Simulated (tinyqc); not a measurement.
# Hot electrons in a saturated n-channel MOSFET, lucky-electron model: what changes with what

Beyond pinch-off the lateral field grows as Esat cosh(y/l) over the velocity-saturated region (pseudo-two-dimensional model). Impact ionisation in this region gives the substrate current, which biases the body forward through Rsub. Currents are per width. Local-field laws: they overstate ionisation when the field peak is narrower than an energy relaxation length.

Values chosen for this exercise; values close to those of silicon n-channel devices: channel length L = 0.8 um; oxide thickness tox = 20 nm; junction depth xj = 260 nm; threshold VT = 0.73 V; effective mobility mu = 270 cm^2/(V s); saturation velocity vs = 9.7e6 cm/s; ionisation prefactor Ai = 2e6 1/cm; ionisation field Bi = 1.81 MV/cm; resistance of the lightly doped drain Rd = 700 ohm um; substrate resistance Rsub = 3500 ohm um; fall of VT per volt of forward body bias kb = 0.3; lifetime exponent m = 3.3; lifetime constant Hl = 1700 s uA/um; drain voltage Vd = 4.5 V; gate voltage Vg = 1.9 V.

Constants: eps0 = 8.8541878128e-14 F/cm where lengths are in cm. Results are converted to the units shown.

Each table varies one quantity; the others keep the values above.

## Effect of the gate voltage

Cox = 3.9 eps0/tox, l = sqrt(3 tox xj), Esat = 2 vs/mu. Overdrive g = Vg - VT + kb Vb; Vdsat = g Esat L/(g + Esat L); Id = Cox vs (g - Vdsat); dV = Vd - Id Rd - Vdsat; Em = sqrt((dV/l)^2 + Esat^2); Isub = Id (Ai/Bi) l Em exp(-Bi/Em). Vb = Rsub Isub is solved self-consistently. Lifetime tau = (Hl/Id)(Isub/Id)^(-m); 1 year = 3.15576e7 s.

Effect of the gate voltage:

| Vg (V) | Id (uA/um) | Em (MV/cm) | Isub (uA/um) | Isub/Id | tau (years) |
|---|---|---|---|---|---|
| 0.88 | 0.6391 | 0.3559 | 0.01940 | 0.03036 | 8.590 |
| 1.33 | 9.503 | 0.3243 | 0.1603 | 0.01687 | 4.021 |
| 1.79 | 27.65 | 0.2959 | 0.2492 | 0.009011 | 10.94 |
| 2.24 | 52.63 | 0.2713 | 0.2493 | 0.004738 | 47.95 |
| 2.69 | 83.48 | 0.2492 | 0.2010 | 0.002407 | 282.3 |
| 3.14 | 119.2 | 0.2292 | 0.1403 | 0.001176 | 2100 |
| 3.59 | 159.1 | 0.2111 | 0.08747 | 5.496e-4 | 1.938e4 |
| 4.05 | 203.6 | 0.1942 | 0.04879 | 2.397e-4 | 2.343e5 |
| 4.5 | 250.1 | 0.1790 | 0.02514 | 1.005e-4 | 3.356e6 |

As Vg goes from 0.88 to 4.5 V, Em falls from 0.356 to 0.179 MV/cm, Isub goes from 0.0194 through a maximum of 0.249 (at Vg = 2.24 V among the rows listed) to 0.0251 uA/um and tau goes from 8.59 through a minimum of 4.02 (at Vg = 1.33 V among the rows listed) to 3.36e6 years. Id grows with Vg while the rising Vdsat lowers the field, hence the bell shape; the peak row has Vg/Vd = 0.50. For Vg = 3.14 to 4.5 V tau is a far extrapolation that only says that hot carriers are no limit.

## Effect of the junction depth

Same model as above.

Effect of the junction depth:

| xj (nm) | Id (uA/um) | Em (MV/cm) | Isub (uA/um) | Isub/Id | tau (years) |
|---|---|---|---|---|---|
| 100 | 33.28 | 0.4579 | 2.503 | 0.07523 | 0.008262 |
| 140 | 33.21 | 0.3890 | 1.247 | 0.03755 | 0.08204 |
| 190 | 33.17 | 0.3360 | 0.6014 | 0.01813 | 0.9074 |
| 260 | 33.15 | 0.2896 | 0.2560 | 0.007723 | 15.18 |
| 350 | 33.14 | 0.2523 | 0.1026 | 0.003094 | 310.5 |
| 480 | 33.14 | 0.2187 | 0.03453 | 0.001042 | 1.128e4 |
| 650 | 33.14 | 0.1915 | 0.01085 | 3.275e-4 | 5.136e5 |

What does the comparison show?

As xj goes from 100 to 650 nm, Em falls from 0.458 to 0.191 MV/cm, Isub falls from 2.50 to 0.0109 uA/um and tau rises from 0.00826 to 5.14e5 years. From the first row to the last, log10(tau) changes by 7.8: 7.8 from (Isub/Id)^(-m), which holds Em and l, and under 0.005 from 1/Id. For xj = 480 to 650 nm tau is a far extrapolation that only says that hot carriers are no limit.

## Effect of the oxide thickness

Same model as above.

Effect of the oxide thickness:

| tox (nm) | Id (uA/um) | Em (MV/cm) | Isub (uA/um) | Isub/Id | tau (years) |
|---|---|---|---|---|---|
| 11 | 60.46 | 0.3829 | 2.098 | 0.03471 | 0.05840 |
| 14 | 47.41 | 0.3420 | 0.9416 | 0.01986 | 0.4701 |
| 17 | 39.02 | 0.3123 | 0.4718 | 0.01209 | 2.936 |
| 21 | 31.57 | 0.2832 | 0.2118 | 0.006709 | 25.36 |
| 26 | 25.50 | 0.2567 | 0.08933 | 0.003504 | 267.9 |
| 32 | 20.71 | 0.2337 | 0.03658 | 0.001766 | 3161 |
| 40 | 16.57 | 0.2116 | 0.01322 | 7.977e-4 | 5.446e4 |

As tox goes from 11 to 40 nm, Em falls from 0.383 to 0.212 MV/cm, Isub falls from 2.10 to 0.0132 uA/um and tau rises from 0.0584 to 54500 years. From the first row to the last, log10(tau) changes by 6.0: 5.4 from (Isub/Id)^(-m), which holds Em and l, and 0.56 from 1/Id. For tox = 32 to 40 nm tau is a far extrapolation that only says that hot carriers are no limit.

Computed by the program tinyqc: `OMP_NUM_THREADS=1 python tinyqc.py 2550174 2550175 out.jsonl`, one thread of a shared Intel Xeon 2.30GHz, about 0.01 s for the whole run.
